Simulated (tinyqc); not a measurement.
Inside a calculation: charge neutrality level from zone-averaged pseudopotential bands. Values are carried at full precision from step to step, so a last printed digit may differ when a step is redone from the rounded ones.

Empirical pseudopotential on the fcc lattice, atoms at +/- tau, tau = a (1,1,1)/8, no spin-orbit coupling. H(G,G') = c (2 pi/a)^2 |k + G|^2 delta + VS(q) cos(q.tau) + i VA(q) sin(q.tau), q = G - G', c = hbar^2/2m0; k and G in units of 2 pi/a; VS at |q|^2 = 3, 8, 11 and VA at 3, 4, 11, in rydberg, zero elsewhere. At each k the basis holds all G with |k + G|^2 up to 16; energies are counted from the fourth level at Gamma.

Mesh: k = sum_i (n_i + 1/2)/N b_i, n_i = 0 ... N - 1, b = (-1,1,1), (1,-1,1), (1,1,-1); points with the same sorted |kx|, |ky|, |kz| after folding to the shortest k + G are joined, with their count as weight. Neutrality (branch-point) level: E_N = (1/2) mean over k of [E5 + (E3 + E4)/2], E_n the n-th level from below.

Constants: hbar^2/2m0 = 3.80998211 eV angstrom^2; Ry = 13.60569312 eV.

Inputs chosen for the exercise: a = 6.127 angstrom (lattice constant); VS = (-0.217, 0.001, 0.05) Ry (symmetric form factors); VA = (0.061, 0.05, 0.01) Ry (antisymmetric form factors); mesh = 4 (points along each reciprocal vector).

## Levels on the mesh

Diagonalise at each joined point.

Levels (eV):
```
kx          ky      kz  weight       E3       E4      E5      E6
0.1250  0.1250  0.1250       2  -0.1295  -0.1295  1.8668  4.3455
0.3750  0.1250  0.1250       6  -0.6963  -0.6900  2.8736  3.7498
0.3750  0.3750  0.1250       6  -1.3327  -0.4315  2.7103  4.7008
0.3750  0.3750  0.3750       2  -0.6258  -0.6258  1.7031  4.8461
0.6250  0.1250  0.1250       6  -1.5485  -1.2834  2.6523  3.6702
0.6250  0.3750  0.1250      12  -2.0131  -1.0840  3.3977  4.3279
0.6250  0.3750  0.3750       6  -1.4206  -0.9011  2.4398  4.5049
0.6250  0.6250  0.1250       6  -2.4486  -1.0946  2.8820  5.3612
0.8750  0.1250  0.1250       6  -2.0414  -1.6209  2.2627  3.0889
0.8750  0.3750  0.1250      12  -2.4483  -1.7064  3.3195  4.8753
```

## Gaps

Level 5 at Gamma, at the lowest of (f,0,0) with f = 0.8, 0.85, 0.9, 1, and at (1/2,1/2,1/2).

gaps to Gamma, Delta/X, L (eV): [0.8001, 1.9960, 1.5838]

## The neutrality level

Energies are counted from the valence top at Gamma. E_N = (1/2) weighted mean of [E5 + (E3 + E4)/2]. Compare with half the smallest indirect gap, min(Delta/X, L)/2, and give the barrier for electrons in the limit of full pinning, min(gaps) - E_N.

mean of E5 = 2.8542 eV
mean of (E3 + E4)/2 = -1.4305 eV
E_N = 0.7119 eV
half the indirect gap = 0.7919 eV
pinned barrier for electrons = 0.0882 eV

E_N lies at 89 % of the gap from the valence top, so pinned contacts have the lower barrier for electrons. The two estimates differ by 0.08 eV; both rules are good to a few tenths of an eV only, so a position within that distance of a band edge or of mid-gap is not settled. Local form factors place the indirect gaps only to a few tenths of an eV, and E_N moves with them. Spin-orbit coupling, left out, would lift the valence top by a third of its splitting.

## Checks

- Sum of the weights against N^3: both 64.

Program tinyqc; command `OMP_NUM_THREADS=1 python tinyqc.py 1850732 1850733 out.jsonl`; about 0.1 s on one thread of a shared Intel(R) Xeon(R) Processor @ 2.30GHz.
